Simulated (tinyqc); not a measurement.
# Deal-Grove kinetics of thermal oxidation of silicon, step by step

A worked calculation. Computed by tinyqc, a small Python program that keeps every step. Command: `OMP_NUM_THREADS=1 python tinyqc.py 3027575 3027576 out.jsonl oxide walk`. One thread of a shared host (Intel(R) Xeon(R) Processor @ 2.30GHz), about 0.07 s of CPU time with the checks. Intermediate numbers are printed to about 6 digits and carried at full precision; extremes and crossings named in words are read from the listed rows.

Oxidant diffuses through the oxide and reacts at the interface, so that dx/dt = B/(A + 2x) for the oxide thickness x.

Inputs (values chosen for the exercise, close to those used for silicon):

| quantity | value | unit |
|---|---|---|
| prefactor B0 | 817 | um^2/h |
| activation energy E_B | 1.22 | eV |
| prefactor (B/A)0 | 3.65e+06 | um/h |
| activation energy E_A | 1.98 | eV |
| temperature T | 850 | C |
| oxidant pressure p | 2 | atm |
| pressure exponent m of B/A | 0.78 | - |
| initial oxide x_i | 0.002 | um |
| time t | 9.5 | h |
| ratio c of the extra rate to B/A | 2.6 | - |
| decay length L | 0.0091 | um |

Ambient: dry oxygen. Surface: (100). Extension: thin-film term.

Constants: k_B = 8.617333262e-05 eV/K.

## Rate constants

B = B0 p exp(-E_B/(k_B T)), B/A = (B/A)0 p^m exp(-E_A/(k_B T)), p in atm; A = B/(B/A). Temperatures in kelvin are T(C) + 273.15.

parabolic constant B = 0.00548139 um^2/h

linear constant B/A = 0.00817479 um/h

length A = 0.670523 um

Reaction at the interface limits growth while x is well below A/2 = 0.335 um, diffusion once x is well above it.

## Thickness after the oxidation

tau = (x_i^2 + A x_i)/B and x = (A/2) [sqrt(1 + 4 B (t + tau)/A^2) - 1], the root of x^2 + A x = B (t + tau). Silicon consumed is 0.44 times the oxide grown; the rate is B/(A + 2x).

tau = 0.245384 h

oxide thickness x = 0.0719466 um

silicon consumed = 0.0307765 um

final growth rate = 0.00673044 um/h

2x/A = 0.215: the interface reaction limits the rate.

## Full law against its linear and parabolic limits

Linear limit x = (B/A)(t + tau); parabolic limit x = sqrt(B (t + tau)).

Thickness (um):

| t (h) | full | linear limit | parabolic limit | 2x/A |
|---|---|---|---|---|
| 0.05 | 0.002406 | 0.002415 | 0.040238 | 0.007177 |
| 0.1 | 0.002812 | 0.002823 | 0.043511 | 0.008386 |
| 0.25 | 0.004025 | 0.004050 | 0.052109 | 0.012007 |
| 0.5 | 0.006039 | 0.006093 | 0.063920 | 0.018013 |
| 1 | 0.010031 | 0.010181 | 0.082622 | 0.029919 |
| 2 | 0.017879 | 0.018356 | 0.110941 | 0.053328 |
| 4 | 0.033074 | 0.034705 | 0.152547 | 0.098651 |
| 8 | 0.061723 | 0.067404 | 0.212594 | 0.184103 |
| 16 | 0.113567 | 0.132803 | 0.298408 | 0.338743 |
| 32 | 0.202465 | 0.263599 | 0.420416 | 0.603901 |

Both limits lie above the full result, since each drops one resistance. The linear law overshoots by 0.36 % in the first row and 30 % in the last, the parabolic law by 1600 % and 110 %. The linear law is the better one in every row, as 2x/A stays below 1.24.

## A single trial Runge-Kutta step of the thin-film equation

With f(x) = B/(A + 2x) + c (B/A) exp(-x/L) and h = L/(4 f(x_i)): k1 = f(x_i), k2 = f(x_i + h k1/2), k3 = f(x_i + h k2/2), k4 = f(x_i + h k3), x = x_i + h (k1 + 2 k2 + 2 k3 + k4)/6.

step h = 0.0903238 h

k1 to k4 (um/h): 0.0251871  0.0231551  0.0233099  0.0216128

x after the step = 0.00410349 um

## Thickness with the thin-film term

Thin-film (Massoud) form: dx/dt = B/(A + 2x) + c (B/A) exp(-x/L), integrated from x_i by fourth-order Runge-Kutta in 2000 steps, the i-th of length (2 i - 1) t/2000^2.

thickness with the thin-film term = 0.0809170 um

The extra term adds 8.97 nm to the Deal-Grove value.

## What the thin-film term adds

The formulas are those given above.

Thickness:

| t (h) | Deal-Grove (um) | with the term (um) | difference (nm) |
|---|---|---|---|
| 0.02 | 0.002162 | 0.002494 | 0.33198 |
| 0.05 | 0.002406 | 0.003204 | 0.79775 |
| 0.1 | 0.002812 | 0.004311 | 1.49947 |
| 0.3 | 0.004429 | 0.008067 | 3.63774 |
| 1 | 0.010031 | 0.017295 | 7.26384 |
| 3 | 0.025556 | 0.035092 | 9.53532 |
| 10 | 0.075298 | 0.084198 | 8.89989 |
| 30 | 0.192173 | 0.199132 | 6.95929 |

The gain reaches at most 9.54 nm among these rows, at 3 h, and then shrinks, because the thicker film grows more slowly once diffusion matters. If the base rate kept its starting value B/(A + 2 x_i), the gain would level off at L ln(1 + c (1 + 2 x_i/A) exp(-x_i/L)) = 10.3 nm.

Checks made by the program: closed form against Runge-Kutta integration of dx/dt (relative difference below 1e-10).
